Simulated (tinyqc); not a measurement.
Inside a calculation. Method: one-electron ion in a basis of Gaussians. One step of it, computed by the program tinyqc.

Task: Generalised eigenproblem. Solve H C = S C e through S^(-1/2); each column has its largest component positive (the first on a tie).

H = T + V (hartree):
$$\begin{pmatrix}
-1.146434 & -1.109215 & -0.732819 \\
-1.109215 & -1.637533 & -1.558307 \\
-0.732819 & -1.558307 & -1.731186
\end{pmatrix}$$

S:
$$\begin{pmatrix}
1.000000 & 0.688109 & 0.266536 \\
0.688109 & 1.000000 & 0.688161 \\
0.266536 & 0.688161 & 1.000000
\end{pmatrix}$$

Give: eigenvalues of S; eigenvalues; coefficients.

Result:

eigenvalues of S: [0.1510, 0.7335, 2.1155]

eigenvalues (hartree): [-1.9247, -0.8613, 0.0256]

coefficients:
$$\begin{pmatrix}
0.0437 & 1.0787 & -1.0398 \\
0.4588 & -0.1535 & 1.9314 \\
0.6038 & -0.4537 & -1.2948
\end{pmatrix}$$

For Z = 4 and l = 1 the exact lowest level is -Z^2/(2 n^2) with n = l + 1: -2.000000 hartree.
